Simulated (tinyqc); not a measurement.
CMOS latch-up, two-transistor model: one step of the calculation.

A parasitic pnp (emitter at Vdd, base shunted by Rw) and npn (emitter at ground, base shunted by Rs) feed each other: the npn collector current flows out of the pnp base node, the pnp collector current into the npn base node. Forward-active transistors with constant gains: Icn = Isn exp(Vn/Vt), Icp = Isp (exp(Vp/Vt) - 1). A current Ii is injected into the npn base node.

Problem. The off branch. Node equations: Vp/Rw + Icp/bp = Icn and Vn/Rs + Icn/bn = Icp + Ii. Loop gain G = gn gp/[(1/Rw + gp/bp)(1/Rs + gn/bn)], gn = Icn/Vt, gp = (Icp + Isp)/Vt; the off state ends where G = 1, and Ii there is the trigger current. For each Vn: Icn, then Vp from the first equation, then Ii from the second.

Parameters, values chosen for the exercise; values close to those of bulk CMOS: temperature T = 250 K; current gain of the npn bn = 23.8; current gain of the pnp bp = 3.1; saturation current of the npn at T Isn = 4.4e-19 A; saturation current of the pnp at T Isp = 5.5e-20 A; substrate resistance shunting the npn Rs = 1200 ohm; well resistance shunting the pnp Rw = 620 ohm; current injected into the substrate Ii = 0.597 mA.

Constants: q = 1.602176634e-19 C, kB = 1.380649e-23 J/K, Vt = kB T/q. Results are converted to the units shown.

Vn, point 0 to 7 (V): [0.564, 0.644, 0.694, 0.724, 0.744, 0.764, 0.779, 0.794]

Wanted: Icn; Vp; Icp; Ii; G.

Solution.

Icn, point 0 to 7 (mA): [1.0308e-4, 0.0042259, 0.043040, 0.17324, 0.43836, 1.1092, 2.2254, 4.4647]
Vp, point 0 to 7 (V): [6.3912e-5, 0.0026201, 0.026685, 0.10741, 0.27178, 0.68694, 0.82841, 0.85521]
Icp, point 0 to 7 (mA): [1.6341e-19, 7.1128e-18, 1.3481e-16, 7.9921e-15, 1.6569e-11, 0.0038761, 2.7566, 9.5644]
Ii, point 0 to 7 (mA): [0.47000, 0.53684, 0.58014, 0.61061, 0.63842, 0.67940, -2.0139, -8.7151]
G, point 0 to 7: [9.1135e-18, 4.1665e-16, 1.1897e-14, 1.5901e-12, 5.7470e-9, 1.8500, 59.568, 66.586]

Ii peaks at 0.6799 mA, at Vn = 0.7636 V where G = 1; beyond it the loop feeds itself.

Computed by the program tinyqc: `OMP_NUM_THREADS=1 python tinyqc.py 2670120 2670121 out.jsonl`, one thread of a shared Intel Xeon 2.30GHz, about 0.08 s for the whole run.
